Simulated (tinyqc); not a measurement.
Worked calculation: three-band tight binding of a dichalcogenide monolayer. Values are carried at full precision from step to step, so a last printed digit may differ when a step is redone from the rounded ones.

Basis dz2, dxy, dx2-y2 on a triangular lattice, nearest neighbours; alpha = kx a/2, beta = sqrt3 ky a/2. h0 = e1 + 2 t0 (cos 2alpha + 2 cos alpha cos beta); h1 = -2 sqrt3 t2 sin alpha sin beta + 2i t1 (sin 2alpha + sin alpha cos beta); h2 = 2 t2 (cos 2alpha - cos alpha cos beta) + 2i sqrt3 t1 cos alpha sin beta; h11 = e2 + 2 t11 cos 2alpha + (t11 + 3 t22) cos alpha cos beta; h22 = e2 + 2 t22 cos 2alpha + (3 t11 + t22) cos alpha cos beta; h12 = sqrt3 (t22 - t11) sin alpha sin beta + 4i t12 sin alpha (cos alpha - cos beta) + i lam sz. H = [[h0, h1, h2], [., h11, h12], [., ., h22]], Hermitian; the lowest band of each spin is filled. K = (4 pi/3a, 0), M = (pi/a, pi/(sqrt3 a)).

Parameters, chosen for this exercise (near a published set for monolayer MoS2; shifted at random, so the results belong to these values and not to a real crystal): a = 3.186 angstrom (lattice constant); e1 = 1.045 eV (level of dz2); e2 = 2.112 eV (level of dxy and dx2-y2); t0 = -0.181 eV (hopping); t1 = 0.394 eV (hopping); t2 = 0.507 eV (hopping); t11 = 0.218 eV (hopping); t12 = 0.338 eV (hopping); t22 = 0.057 eV (hopping); lam = 0.073 eV (spin-orbit constant); sz = 1 (spin); k = (0.57, 0.27) 1/angstrom (wave vector).

## H at one k

Form alpha, beta and the matrix.

alpha, beta (rad): 0.90801  0.74497

H (eV):
```
,z2,xy,x2-y2
z2,0.8054,-0.9386+1.2210i,-0.7048+0.5694i
xy,-0.9386-1.2210i,2.1821,-0.1490-0.0547i
x2-y2,-0.7048-0.5694i,-0.1490+0.0547i,2.4059
```

## Levels and weights

Diagonalise H.

levels (eV): -0.4473  2.4857  3.3550

weights:
```
,band 1,band 2,band 3
z2,0.670,0.000,0.329
xy,0.247,0.269,0.484
x2-y2,0.083,0.730,0.187
```

## Closed forms at K and Gamma

Three-band model of dz2 (level e1) and dxy, dx2-y2 (level e2), spin sz = +/-1; t1 and t2 drop out at these points. At K: e2 - (3/2)(t11 + t22) - 3 sqrt3 t12 + lam sz (valence), e1 - 3 t0 (conduction), e2 - (3/2)(t11 + t22) + 3 sqrt3 t12 - lam sz. At Gamma: e1 + 6 t0 (valence) and e2 + 3 (t11 + t22) -/+ lam.

Levels (eV):
```
point,band 1,band 2,band 3
"K, spin up",0.0162,1.5880,3.3828
"K, spin down",-0.1298,1.5880,3.5288
Gamma,-0.0410,2.8640,3.0100
```

smallest direct gap at K = 1.5718 eV
Ev(K) - Ev(Gamma) = 0.0572 eV

Of the two points, the valence band is higher at K, by 57 meV. The dz2 conduction state at K has no atomic orbital angular momentum (Lz = 0) and is not split at this order.

## Bands for both spins

The two lowest bands at the points named.

Levels (eV):
```
k,"v, up","c, up","v, down","c, down"
G,-0.0410,2.8640,-0.0410,2.8640
G-K 0.25,-0.2129,2.7818,-0.2258,2.8374
G-K 0.5,-0.4642,2.7865,-0.5187,2.9095
G-K 0.6,-0.4894,2.7677,-0.5608,2.7389
G-K 0.75,-0.3610,2.2666,-0.4589,2.2294
G-K 0.9,-0.0822,1.7341,-0.2141,1.7217
K,0.0162,1.5880,-0.1298,1.5880
K-M 0.5,-0.3493,2.0583,-0.4373,2.0316
M,-0.5687,2.1579,-0.5687,2.1579
M-G 0.5,-0.4132,2.5437,-0.4132,2.5437
```

The spins are degenerate from M to Gamma, since a vertical mirror plane holds this line and flips sz, and the valence splitting is largest at K (146 meV). The lowest conduction level listed is at K. With nearest neighbours alone the model is made for the neighbourhood of K.

## Checks

- Closed forms at K against the matrix: they agree to 1e-10 or better.

(tinyqc, `OMP_NUM_THREADS=1 python tinyqc.py 1480739 1480740 out.jsonl`, Intel(R) Xeon(R) Processor @ 2.30GHz, 1 thread, shared host, about 0.02 s.)
